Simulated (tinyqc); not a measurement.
Range and order of the fit: effective mass of the conduction band from tabulated energies.

c = hbar^2/2m0. A uniform scatter of up to 0.3 meV has been added to mimic numerical noise.
Constants: hbar^2/2m0 = 3.80998211 eV angstrom^2.

Energies along [111], from the band edge:
```
k (1/angstrom)   E (meV)
0.000000         0.00000
0.005100         1.23260
0.010200         5.83270
0.015300        12.80500
0.020400        22.93180
0.025500        35.38340
0.030600        50.77900
0.035700        67.94210
0.040800        88.03470
```

reference mass (curvature of the model at k = 0.0001 1/angstrom) = 0.067700 m0

Least-squares fits of E = a k^2 (+ b k^4 + d k^6) over points 1 to n, and the line y = c k^2/E against E; errors of m against the reference.

Results:
```
n  E at point n (meV)  one term (%)  two terms (%)  three terms (%)  line (%)  rms residual, one term (meV)
3                12.8          2.60           1.15            31.13     15.50                         0.135
4                22.9          2.26           2.83             1.39     11.93                         0.120
5                35.4          3.00           1.29             3.61      9.64                         0.152
6                50.8          3.44           1.75             1.35      8.24                         0.173
7                67.9          4.52           0.86             2.47      7.10                         0.402
8                88.0          5.40           1.30             0.89      6.34                         0.557
```

What can be read from this table?

The error of the parabola goes from +2.60 to +5.40 % as the range widens, and at n = 8 its residual, 0.56 meV, is only 0.6 % of the top energy: a small residual does not vouch for the mass. Over the full range (n = 8) the best form is three terms (0.89 %); the line errs by +15.50 % at n = 3 and +6.34 % at n = 8. Many terms on few points amplify the scatter: three terms err by +31.1 % at n = 3 but by +0.9 % at n = 8.

Run: tinyqc, `OMP_NUM_THREADS=1 python tinyqc.py 1880467 1880468 out.jsonl`; Intel(R) Xeon(R) Processor @ 2.30GHz, one thread, shared host; about 0.01 s of CPU time with all checks.
